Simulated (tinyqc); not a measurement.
# Haynes-Shockley experiment: what a collector records, against the distance from injector to collector

A sheet injected at x = 0, t = 0 gives at x = L the signal n(t) = N0 exp(-t/tau - (L - v t)^2/(4 D t))/sqrt(4 pi D t), D = mu Vt, v = mu F. Its peak lies at tp = [-D + sqrt(D^2 + u^2 L^2)]/u^2, u^2 = v^2 + 4 D/tau; dt is the full width at half height. Simple readings: mobility L/(F tp), diffusion coefficient (L dt/tp)^2/(16 ln 2 tp). Area v times the integral of n over N0: (v/u) exp(L (v - u)/(2 D)).

Values chosen for this exercise:
```
symbol   value        unit                      meaning
T          300           K                  temperature
mu         203  cm^2/(V s)    minority-carrier mobility
F           25        V/cm  sweep field along the drift
tau     2.1e-6           s                     lifetime
```

Constants: q = 1.602176634e-19 C, kB = 1.380649e-23 J/K, Vt = kB T/q. Results are converted to the units shown.

Haynes-Shockley experiment: what a collector records, against the distance from injector to collector:
```
L (um)  L/v (us)  tp (us)  dt (us)  apparent mobility (cm^2/(V s))  apparent D (cm^2/s)      area  exp(-L/(v tau))
24        0.4729   0.2806   0.6434                           342.1                9.732    0.6902           0.7984
39        0.7685   0.5218   0.8934                           299.0                7.706    0.6065           0.6935
64         1.261   0.9336    1.209                           274.2                6.633    0.4890           0.5485
100        1.970    1.532    1.559                           261.1                6.095    0.3586           0.3913
170        3.350    2.700    2.081                           251.8                5.730    0.1962           0.2029
280        5.517    4.538    2.705                           246.8                5.535   0.07605          0.07228
460        9.064    7.548    3.495                           243.8                5.421   0.01613          0.01335
760        14.98    12.56    4.515                           241.9                5.352  0.001217         7.998e-4
```

True values: mu = 203 cm^2/(V s), D = 5.25 cm^2/s. The apparent mobility is 69 % above the true one in the first row and 19 % above it in the last, and the apparent D 85 % above and 2.0 % above D. The peak always comes before L/v, since spreading and decay both weigh down the later part of the signal; the shift is 41 % and 16 % in these rows.

Program tinyqc, `OMP_NUM_THREADS=1 python tinyqc.py 2310135 2310136 out.jsonl`; Intel Xeon 2.30GHz, shared host, one thread, about 0.01 s.
